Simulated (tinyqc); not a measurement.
From results back to parameters: two-level Kane dispersion of a narrow-gap semiconductor. Three cases, with inputs chosen for the exercise.

Problem. In the two-level Kane model E = Eg/2 + sqrt(Eg^2/4 + (2/3) Ep c k^2), c = hbar^2/2m0, and the momentum mass is m(k) = (3/(2 Ep)) sqrt(Eg^2 + (8/3) Ep c k^2). It is given at the Fermi wave vectors kF = (3 pi^2 n)^(1/3) of two densities (1 cm^-3 = 1e-24 angstrom^-3).

Constants: hbar^2/2m0 = 3.80998211 eV angstrom^2.

Find: kF^2; Ep; edge mass; |Eg|.

Case 1.

Values chosen (out of a larger set: near those of HgTe; not measured data): n12 = (1.4e+15, 1.6e+18) cm^-3 (two densities).

masses at the two densities (m0): 0.02612609  0.04827131

Solution.

kF^2 (1/angstrom^2): 1.1977e-05  0.0013093

Ep = 18.0 eV
edge mass = 0.02583 m0
|Eg| = 0.310 eV

m^2 = m0*^2 + (6 c/Ep) kF^2 is a straight line in kF^2: the slope gives Ep, the intercept the edge mass, and |Eg| = (2/3) Ep m0*. The sign of Eg does not enter. For Eg < 0 the edge mass does not depend on Dso, which enters only as EF nears it.

Case 2.

Values chosen (out of a larger set: a narrow-gap II-VI alloy; not measured data): n12 = (1.7e+15, 2.3e+18) cm^-3 (two densities).

masses at the two densities (m0): 0.01197913  0.04688709

Solution.

kF^2 (1/angstrom^2): 1.3633e-05  0.0016676

Ep = 18.4 eV
edge mass = 0.01125 m0
|Eg| = 0.138 eV

m^2 = m0*^2 + (6 c/Ep) kF^2 is a straight line in kF^2: the slope gives Ep, the intercept the edge mass, and |Eg| = (2/3) Ep m0*. The sign of Eg does not enter. The two-level form takes Dso as infinite, which overstates the mass where Dso is not large against Eg.

Case 3.

Values chosen (out of a larger set: near those of HgTe; not measured data): n12 = (3.2e+15, 2.3e+17) cm^-3 (two densities).

masses at the two densities (m0): 0.02475109  0.03183628

Solution.

kF^2 (1/angstrom^2): 2.0783e-05  0.00035928

Ep = 19.3 eV
edge mass = 0.02425 m0
|Eg| = 0.312 eV

m^2 = m0*^2 + (6 c/Ep) kF^2 is a straight line in kF^2: the slope gives Ep, the intercept the edge mass, and |Eg| = (2/3) Ep m0*. The sign of Eg does not enter. For Eg < 0 the edge mass does not depend on Dso, which enters only as EF nears it.

Computed by tinyqc, one run a case: `OMP_NUM_THREADS=1 python tinyqc.py N N+1 out.jsonl` with N = 1051352, 1051380, 1051405; one thread of a shared Intel(R) Xeon(R) Processor @ 2.30GHz, about 0.01 s a run at most.
